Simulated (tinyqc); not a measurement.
From results back to parameters: effective work function and flat-band voltage of a metal/high-k/SiO2/Si stack with a dipole layer. Three cases, with inputs chosen for the exercise.

Problem. Three stacks with (t1, t2) = (8, 20), (30, 20) and (8, 60) angstrom have the flat-band voltages below. VFB = W0 - (chi + dEF) - 4 pi e2 [Q1 EOT + Q2 x2]/3.9 with x2 = t2 3.9/eps2, EOT = t1 + x2, e2 = e^2/4 pi eps0, 1 cm^-2 = 1e-16 angstrom^-2; W0 is the work function with the dipole step.

Constants: e^2/(4 pi eps0) = 14.39964547 eV angstrom.

Case 1.

Values chosen (out of a larger set: a stack on Si capped with an yttrium-like oxide; not measured data): chi = 4.054 eV (electron affinity of the channel); dEF = 0.676 eV (Ec - EF in the channel); eps = (3.9, 17.2) (their dielectric constants).

VFB (V): -0.6705226  -0.7725977  -0.7967677

Case 2.

Values chosen (out of a larger set: a stack on Si capped with a lanthanum-like oxide; not measured data): chi = 4.039 eV (electron affinity of the channel); dEF = 0.602 eV (Ec - EF in the channel); eps = (3.9, 16.5) (their dielectric constants).

VFB (V): -0.1323269  -0.2548170  -0.2376077

Case 3.

Values chosen (out of a larger set: a stack on Si capped with an yttrium-like oxide; not measured data): chi = 4.062 eV (electron affinity of the channel); dEF = 0.39 eV (Ec - EF in the channel); eps = (3.9, 20.3) (their dielectric constants).

VFB (V): -0.0961234  -0.1093932  -0.1050372

Find: Q1; Q2; W0.

Solution. The first two stacks differ in t1 alone and give Q1; the first and third give Q1 + Q2; W0 follows from any of them.

Case 1.

Q1 = 1.0e+12 e/cm^2
Q2 = 2.0e+12 e/cm^2
W0 = 4.160 eV

Case 2.

Q1 = 1.2e+12 e/cm^2
Q2 = 1.2e+12 e/cm^2
W0 = 4.606 eV

Case 3.

Q1 = 1.3e+11 e/cm^2
Q2 = 1.2e+11 e/cm^2
W0 = 4.365 eV

Computed by tinyqc, one run a case: `OMP_NUM_THREADS=1 python tinyqc.py N N+1 out.jsonl` with N = 1880189, 1880225, 1880228; one thread of a shared Intel(R) Xeon(R) Processor @ 2.30GHz, about 0.01 s a run at most.
